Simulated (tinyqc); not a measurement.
# Random telegraph noise from one oxide trap in a small MOSFET, step by step

Program tinyqc, `OMP_NUM_THREADS=1 python tinyqc.py 2710013 2710014 out.jsonl`; Intel Xeon 2.30GHz, shared host, one thread, about 0.01 s. Printed values are rounded.

An acceptor-like trap exchanges electrons with the channel. Inversion charge Q = Cox u, u = n Vt W0(exp((Vg - VT)/(n Vt))), W0 the Lambert function, n = nf, Cox = eps0 eox/tox; linear regime Id = (W/L) mu Q Vd. Relative to threshold the surface potential rises by Vt ln(u/u0) and the oxide voltage by the rest of Vg - VT, with u0 = n Vt W0(1).

Inputs (values chosen for the exercise); values of the order met in silicon transistors: temperature T = 300 K; relative permittivity of the gate insulator (close to silicon dioxide) eox = 3.9; insulator thickness tox = 1.7 nm; depth of the trap from the channel interface xt = 0.7 nm; trap level above the channel Fermi level at threshold E0 = 0.18 eV; capture prefactor s0 = 1e-16 cm^2; capture barrier (lattice relaxation) EB = 0.38 eV; tunnelling decay length lt = 0.15 nm; thermal velocity vth = 1.6e7 cm/s; thickness of the inversion layer zi = 2 nm; threshold voltage VT = 0.29 V; body factor nf = 1.11; gate width W = 180 nm; gate length L = 40 nm; mobility mu = 250 cm^2/(V s); scattering coefficient of the charged trap asc = 3.7e-16 V s; drain voltage Vd = 0.1 V; gate voltage Vg = 0.66 V.

Constants: q = 1.602176634e-19 C, kB = 1.380649e-23 J/K, Vt = kB T/q, eps0 = 8.8541878128e-14 F/cm where lengths are in cm. Results are converted to the units shown.

Range of the model: VT is taken as given; short-channel effects and the uneven flow of current among few electrons are left out.

## Trap level, time constants and occupancy

N = Cox u/q; dpsi = Vt ln(u/u0); E = E0 - dpsi - (xt/tox)(Vg - VT - dpsi); capture time tc = 1/[(N/zi) vth s0 exp(-xt/lt - EB/Vt)]; emission time te = tc exp(-E/Vt); occupancy te/(tc + te).

u = 0.302420 V
N = 3.83411e12 cm^-2
dpsi = 0.0755450 V
E = -0.0167912 eV
tc = 0.00838827 s
te = 0.0160602 s
occupancy = 0.656900

The trap lies 0.65 Vt below the Fermi level, so it is filled most of the time.

## Step height

A = W L; threshold step dV = q (1 - xt/tox)/(Cox A); gm/Id = 1/(u + n Vt); relative step dI/I = (gm/Id) dV + asc mu/A. Id as defined.

electrons in the channel N A = 276.056
dV = 0.644413 mV
gm/Id = 3.02010 1/V
number part of dI/I = 0.194619 %
dI/I = 0.323091 %
Id = 69.1078 uA
dI = 223.281 nA

## Lorentzian spectrum

Spectrum S(f) = 4 dI^2/{(tc + te)[(1/tc + 1/te)^2 + (2 pi f)^2]}; corner fc = (1/tc + 1/te)/(2 pi); variance dI^2 tc te/(tc + te)^2. Give S at f = 0, at fc and at 10 fc.

fc = 28.8834 Hz
S(0) = 2.47660e-16 A^2/Hz
S(fc) = 1.23830e-16 A^2/Hz
S(10 fc) = 2.45208e-18 A^2/Hz
rms current = 106.001 nA

The rms value is 0.475 of the step; it reaches its largest share, 1/2, when tc = te.
